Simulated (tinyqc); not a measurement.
MOS capacitor on a p-type substrate, surface potential from the exact charge relation: one step of the calculation.

Uniform p-type substrate, Boltzmann statistics, full ionisation, classical densities. psi is the surface potential against the body (positive when the bands bend down) and u = psi/Vt. Traps are spread evenly over the gap and neutral at flat band, so their charge is -q Dit psi; the minority quasi-Fermi level is shifted by Vb.

Question. Newton step for the surface potential. u = psi/Vt; F^2 = exp(-u) + u - 1 + r (exp(u) - u - 1); Qs = -sign(u) Q0 F; Cs = -dQs/dpsi = (Q0/Vt) |1 - exp(-u) + r (exp(u) - 1)|/(2 F). f = Vfb + psi + (q Dit psi - Qs)/Cox - Vg, f' = 1 + (Cs + q Dit)/Cox, psi(new) = psi - f/f'.

Values chosen for this exercise; band and dielectric values close to those of In0.53Ga0.47As: temperature T = 400 K; density of interface traps Dit = 0 cm^-2 eV^-1; gate voltage against the body Vg = 2.68 V.

Constants: q = 1.602176634e-19 C, kB = 1.380649e-23 J/K, Vt = kB T/q. Results are converted to the units shown.

psi after iteration 1 = 0.64819148 V
Cox = 0.14260894 uF/cm^2
Vfb = 0.014332958 V
Q0 = 27.343226 nC/cm^2
r = 6.9447103e-7

Give: u; F; Qs; Cs; f; f'; psi after iteration 2.

Answer.

u = 18.805
F = 10.945
Qs = -299.26 nC/cm^2
Cs = 3.7319 uF/cm^2
f = 0.080984 V
f' = 27.169
psi after iteration 2 = 0.64521 V

tinyqc, about 0.01 s, one thread, Intel Xeon 2.30GHz (shared host): `OMP_NUM_THREADS=1 python tinyqc.py 2060105 2060106 out.jsonl`
